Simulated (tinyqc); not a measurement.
From results back to parameters: linear model of a band gap against the share of exact exchange. Three cases, with inputs chosen for the exercise.

Problem. Gap and optical dielectric constant were computed at two shares alpha. They follow E = E0 + S alpha and eps = 1 + (e0 - 1)(EP/(EP + S alpha))^2.

Case 1.

Values chosen (out of a larger set: of the order of those of MgO; not measured data): al12 = (0.15, 0.4) (two shares of exact exchange).

gaps (eV): 6.40200  9.07200

eps: 2.948021  2.604386

Case 2.

Values chosen (out of a larger set: of the order of those of MgO; not measured data): al12 = (0.15, 0.2) (two shares of exact exchange).

gaps (eV): 6.01750  6.48000

eps: 3.162708  3.086012

Case 3.

Values chosen (out of a larger set: of the order of those of TiO2; not measured data): al12 = (0.25, 0.3) (two shares of exact exchange).

gaps (eV): 3.90750  4.30700

eps: 6.334667  6.061425

Find: S; E0; EP; e0.

Solution. The two gaps give S and E0. With q = sqrt((eps1 - 1)/(eps2 - 1)) = (EP + S alpha2)/(EP + S alpha1), EP = S (alpha2 - q alpha1)/(q - 1); e0 follows from either eps.

Case 1.

S = 10.68 eV
E0 = 4.80 eV
EP = 24.6 eV
e0 = 3.21

Case 2.

S = 9.25 eV
E0 = 4.63 eV
EP = 24.0 eV
e0 = 3.42

Case 3.

S = 7.99 eV
E0 = 1.91 eV
EP = 13.0 eV
e0 = 8.10

Computed by tinyqc, one run a case: `OMP_NUM_THREADS=1 python tinyqc.py N N+1 out.jsonl` with N = 1880498, 1880504, 1880570; one thread of a shared Intel(R) Xeon(R) Processor @ 2.30GHz, about 0.01 s a run at most.
